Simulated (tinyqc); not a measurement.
Specific resistance of a metal-semiconductor contact and its transmission-line measurement. Which input was changed? Computed by tinyqc, a small Python program. Command: `OMP_NUM_THREADS=1 python tinyqc.py 3010676 3010677 out.jsonl contact which`. One thread of a shared host (Intel(R) Xeon(R) Processor @ 2.30GHz), about 0.05 s of CPU time with the checks.

The barrier is parabolic (depletion approximation), energies E are normal energies counted from the band edge in the neutral semiconductor (downwards for holes), and the bias is zero. xi is an input, held fixed when other inputs move.

Inputs (values chosen for the exercise, modelled on n-type GaAs):
```
quantity,value,unit
tunnelling mass m,0.064,m_0
permittivity eps,12.9,-
Richardson constant A*,8.04,A/(cm^2 K^2)
barrier height phi_B,0.68,eV
doping N,1.3e+19,1/cm^3
"Fermi level above the band edge in the bulk, xi",0.25,eV
temperature T,77,K
sheet resistance R_sh,20,ohm
contact length d,0.11,micrometre
contact width W,0.12,micrometre
```

Image-force lowering: included.

Constants: hbar = 1.054571817e-34 J s; eps_0 = 8.8541878128e-12 F/m; m_0 = 9.1093837015e-31 kg; k_B = 8.617333262e-05 eV/K; e = 1.602176634e-19 C.

Method:
- E_00 = (e hbar/2) sqrt(N/(eps eps_0 m)); band bending E_b = phi_B + xi; depletion width w = sqrt(2 eps eps_0 E_b/(e^2 N)). Image lowering d_phi = (e^3 N E_b/(8 pi^2 (eps eps_0)^3))^(1/4) (E_b in volts), and E_b - d_phi replaces E_b everywhere except in w.
- WKB transmission for E < E_b, with a = E/E_b: D = exp{-(E_b/E_00) [sqrt(1 - a) - a ln((1 + sqrt(1 - a))/sqrt(a))]}; D = 1 above.
- At zero bias 1/rho_c = (e A*/k_B^2) int D(E) f(E) dE, f = 1/(1 + exp((E - xi)/k_B T)); 200 Gauss-Legendre points from 0 to E_b, and k_B T ln(1 + exp((xi - E_b)/k_B T)) for the part above the barrier; the share of tunnelling is the part below.
- Transmission-line model: transfer length L_T = sqrt(rho_c/R_sh); R_c = (R_sh L_T/W) coth(d/L_T). Limits: rho_c/(W d) for d << L_T, sqrt(rho_c R_sh)/W for d >> L_T.

Problem. One of these inputs alone was changed, within the range given: tunnelling mass m (0.032 to 0.128); doping N (6.5e+18 to 2.6e+19); temperature T (60 to 154); sheet resistance R_sh (10 to 40). Which one, and to what value?

Results:
```
run,specific contact resistance rho_c (ohm cm^2),contact resistance R_c (ohm),depletion width (nm)
before,2.042133e-06,15476.81,10.09948
after,1.135070e-06,8605.12,9.19011
```

Solution.

Each candidate set to reproduce specific contact resistance rho_c, and what it then gives:
```
candidate,range searched,value needed,contact resistance R_c (ohm),depletion width (nm)
tunnelling mass m (m_0),0.032 to 0.128,0.05151,8605.1,10.099
doping N (1/cm^3),6.5e+18 to 2.6e+19,1.570e19,8605.1,9.190
temperature T (K),60 to 154,out of reach,-,-
sheet resistance R_sh (ohm),10 to 40,no effect,-,-
```

Only doping N fits every result: it went from 1.3e+19 to 1.57e19 1/cm^3. The next best candidate, tunnelling mass m, misses one result by 9.9 %.
